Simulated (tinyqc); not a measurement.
What moves the results: cyclotron resonance of ellipsoidal valleys, Si type. A value that a table varies takes the place of the one given here.

Valleys along [100], [010], [001] (each with its opposite partner), mass ml along the axis and mt across it. B lies in the (1-10) plane, b = (sin(theta)/sqrt2, sin(theta)/sqrt2, cos(theta)). For the angle phi between B and the axis, 1/mc^2 = cos^2(phi)/mt^2 + sin^2(phi)/(mt ml). Resonance: h nu = 2 muB B/mc, h = 2 pi hbar.

Constants: hbar = 6.58211957e-16 eV s; muB = 5.788381798e-05 eV/T.

Values chosen for the exercise (near those of Si; not measured data):
- ml = 0.962 m0 (longitudinal mass)
- mt = 0.183 m0 (transverse mass)
- ths = (0, 20, 35, 50, 65, 80, 90) degrees (angles)
- g1 = 4.26 (Luttinger gamma1)
- g2 = 0.34 (gamma2)
- g3 = 1.46 (gamma3)
- theta = 75 degrees (angle of B from [001] towards [110])
- nu = 24 GHz (microwave frequency)

## Rotating the field

mc against theta; [100] and [010] stay equal in this plane.

Cyclotron masses (m0):
```
theta (degrees)   [100]   [001]
0                0.4196  0.1830
20               0.3754  0.1923
35               0.3218  0.2137
50               0.2798  0.2526
65               0.2531  0.3162
80               0.2397  0.3950
90               0.2372  0.4196
```

All valleys give one line at theta = 54.7 degrees, B along [111], with mc = 0.2698. The [001] pair goes from mt to sqrt(ml mt), a factor 2.29; the other four only fall from sqrt(ml mt) to 0.2372, since their angle to B never drops below 45 degrees.

## Heavy and light holes (cyclotron masses of warped hole bands)

E = c k^2 f(n) with f = g1 -/+ 2 sqrt(g2^2 + 3 (g3^2 - g2^2)(nx^2 ny^2 + ny^2 nz^2 + nz^2 nx^2)). For the orbit through k = 0 perpendicular to b = (sin(theta)/sqrt2, sin(theta)/sqrt2, cos(theta)), mc is the mean of 1/f over the directions n in that plane (180 evenly spaced angles). Quantum effects of the lowest levels are left out.

Cyclotron masses (m0):
```
theta (degrees)   heavy   light
0                0.4256  0.1682
20               0.4757  0.1592
35               0.5455  0.1510
50               0.5835  0.1470
65               0.5798  0.1479
80               0.5661  0.1524
90               0.5619  0.1545
```

The heavy mass varies by 37 % over the table, with its largest listed value at 50 degrees ([111] lies at 54.7) and its smallest at 0; the light mass varies by 14.4 %. The warping term enters both with the same size, but it is set against a small inverse mass in one and a large one in the other (along [111], g1 - 2 g3 = 1.34 and g1 + 2 g3 = 7.18).

## What each parameter does

Resonance fields B = h nu mc/(2 muB) of the valleys [100] and [001]. Each row changes one parameter from the base and keeps the others.

Results:
```
case                [100] (T)  [001] (T)
base                   0.2082     0.3173
ml = 1.106 m0          0.2106     0.3335
mt = 0.165 m0          0.1894     0.2969
theta = 79 degrees     0.2060     0.3347
nu = 26.4 GHz          0.2290     0.3491
```

The largest shifts from the base row, up to three for each result and ties (the steps differ in size, so this ranks the rows, not the parameters). [100] (T): nu +0.0208, mt -0.0188, ml +0.0025. [001] (T): nu +0.0317, mt -0.0204, theta +0.0174.

tinyqc: `OMP_NUM_THREADS=1 python tinyqc.py 1281857 1281858 out.jsonl`; about 0.01 s, one thread, shared Intel(R) Xeon(R) Processor @ 2.30GHz.
